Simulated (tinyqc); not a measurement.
Worked calculation: polytypes and stacking faults of a tetrahedral semiconductor in an axial Ising model with couplings up to third neighbours. Computed by tinyqc, a small Python program that keeps every step. Command: `OMP_NUM_THREADS=1 python tinyqc.py 3019298 3019299 out.jsonl polytype walk`. One thread of a shared host (Intel(R) Xeon(R) Processor @ 2.30GHz), about 0.01 s of CPU time with the checks. Intermediate numbers are printed to about 7 digits and carried at full precision; extremes and crossings named in words are read from the listed rows.

Each double layer has s = +1 or -1 for the sense of its stacking step; E per pair of atoms = E0 - sum_n J_n <s_i s_(i+n)>, n = 1, 2, 3. Hexagonality h = (1 - <s_i s_(i+1)>)/2.

Inputs (values chosen for the exercise, of the order of those of GaAs for J, a, G and the gaps):
```
quantity                                    value      unit
J1                                           11.5  meV/pair
J2                                         -0.847  meV/pair
J3                                           -0.2  meV/pair
basal lattice constant a                        4  angstrom
shear modulus G                              46.6       GPa
Poisson ratio nu                             0.28         -
gap of 3C                                    1.52        eV
gap of 4H                                    1.51        eV
binding energy of the fault level E_b       0.053        eV
in-plane mass m                              0.46        m0
effective density of states N_c at 300 K  3.4e+19    1/cm^3
electron density n                        3.1e+18    1/cm^3
temperature T                                 450         K
```

Host polytype: 3C.

Constants: 1 eV/angstrom^2 = 16.02176634 J/m^2; m_0 = 9.1093837015e-31 kg; hbar = 1.054571817e-34 J s; k_B = 1.380649e-23 J/K; k_B = 8.617333262e-05 eV/K.

## Energies of the polytypes

correlations of the repeat units 3C (+), 2H (+-), 4H (++--), 6H (+++---), 15R (+++--), 8H (++++----), 21R (++++---), 9R (++-):
```
         n = 1      n = 2      n = 3
3C    1.000000   1.000000   1.000000
2H   -1.000000   1.000000  -1.000000
4H    0.000000  -1.000000   0.000000
6H    0.333333  -0.333333  -1.000000
15R   0.200000  -0.600000  -0.600000
8H    0.500000   0.000000  -0.500000
21R   0.428571  -0.142857  -0.714286
9R   -0.333333  -0.333333   1.000000
```

E - E(3C) = sum_n J_n (1 - C_n), C_n = <s_i s_(i+n)>. The gap is taken linear in h between 3C (h = 0) and 4H (h = 1/2), a rough rule, with a dash beyond.

Polytypes:
```
polytype         h  E - E(3C) (meV/pair)  gap by the linear rule (eV)
3C        0.000000               0.00000                     1.520000
2H        1.000000              22.60000                            -
4H        0.500000               9.60600                     1.510000
6H        0.333333               6.13733                     1.513333
15R       0.400000               7.52480                     1.512000
8H        0.250000               4.60300                     1.515000
21R       0.285714               5.26057                     1.514286
9R        0.666667              14.20400                            -
```

E(2H) - E(3C) = 22.6 meV/pair

E(4H) - E(3C) = 9.606 meV/pair

E(6H) - E(3C) = 6.137333 meV/pair

The lowest is 3C, 4.603 meV/pair below 8H. J1/|J2| = 13.58: for J3 = 0 and J2 < 0 the ground state is 2H below -2, 4H between -2 and 2, and 3C above 2; at 2 itself all periods with bands of two or more layers are degenerate.

## Back from three energies to J1, J2, J3

With d2, d4, d6 the energies of 2H, 4H, 6H over 3C: d2 = 2 J1 + 2 J3, d4 = J1 + 2 J2 + J3, d6 = (2/3) J1 + (4/3) J2 + 2 J3, so J2 = (d4 - d2/2)/2, J3 = (3/4)(d6 - (2/3) d4), J1 = d2/2 - J3.

J1 recovered = 11.5 meV/pair

J2 recovered = -0.847 meV/pair

J3 recovered = -0.2000000 meV/pair

## Stacking-fault energies

fault coefficients k_n:
```
               J1  J2  J3
intrinsic       4   4   4
extrinsic       4   8   8
twin boundary   2   4   6
```

Faults in 3C: the sequences intrinsic (-), extrinsic (--), twin boundary (+ turns to -) are put between perfect repeats; k_n = (layers x C_n of the host) - sum_i s_i s_(i+n). gamma = sum k_n J_n/A, A = (sqrt 3/2) a^2; 1 meV/angstrom^2 = 16.02177 mJ/m^2.

gamma (mJ/m^2): intrinsic 48.34602, extrinsic 43.50355, twin boundary 21.28927

energy of the glide fault, intrinsic = 48.34602 mJ/m^2

The cheapest is the twin boundary fault.

## Splitting of a basal screw dislocation

Screw line, bounded by the intrinsic fault of energy gamma: b = a, partials b_p = a/sqrt 3; d = G b_p^2 (2 - 3 nu)/(8 pi gamma (1 - nu)). One partial is driven off by the shear stress gamma/b_p along its Burgers vector.

splitting width d = 3.295411 nm

stress to open the fault = 209.3444 MPa

## Electronic energy gained by the fault

The fault binds electrons in a two-dimensional band E_b below the conduction edge, g2 = m m0/(pi hbar^2) for one valley. With the Fermi level held by the bulk, eta = ln[n/N_c(T)], N_c(T) = N_c (T/300)^1.5, the grand potential falls by g2 (k_B T)^2 F1(x), x = eta + E_b/(k_B T), F1(x) = integral from 0 to infinity of ln(1 + exp(x - t)) dt; sheet density g2 k_B T ln(1 + e^x). Band bending by the trapped charge is left out, so the gain is an upper bound. Net fault energy = gamma of the intrinsic fault less the electronic gain.

x = -1.636402

sheet density = 1.325446e+12 1/cm^2

electronic gain = 0.08608329 mJ/m^2

net fault energy = 48.25994 mJ/m^2

The gain offsets 0.18 % of the fault energy. Caution: rows with n above 0.3 N_c(T) are near degeneracy, where eta = ln(n/N_c) underestimates the Fermi level.

## Gain against electron density

The formulas are those given above.

At T:
```
n (1/cm^3)          x  sheet density (1/cm^2)  gain (mJ/m^2)    gain/gamma  gain/gamma at T + 200 K
1.00e+14    -11.97814            4.679475e+07   2.907325e-06  6.013577e-08             4.746195e-08
1.00e+15     -9.67556            4.679343e+08   2.907284e-05  6.013492e-07             4.746170e-07
1.00e+16     -7.37297            4.678021e+09   2.906873e-04  6.012643e-06             4.745916e-06
1.00e+17     -5.07039            4.664857e+10   2.902778e-03  6.004172e-05             4.743383e-05
1.00e+18     -2.76780            4.538430e+11   2.862916e-02  5.921719e-04             4.718305e-04
5.00e+18     -1.15837            2.034803e+12   1.353130e-01  2.798844e-03             2.306120e-03
2.00e+19      0.22793            6.062430e+12   4.601447e-01  9.517738e-03             8.553959e-03
```

For x well below 0 the gain is k_B T times the sheet density and linear in n; for x well above 0 the well fills and the gain grows only about as x^2. It stays below the fault energy in all rows; 200 K more changes it by a factor 0.79 at 1e16.

Checks made by the program: the recovered constants (relative difference below 1e-10).
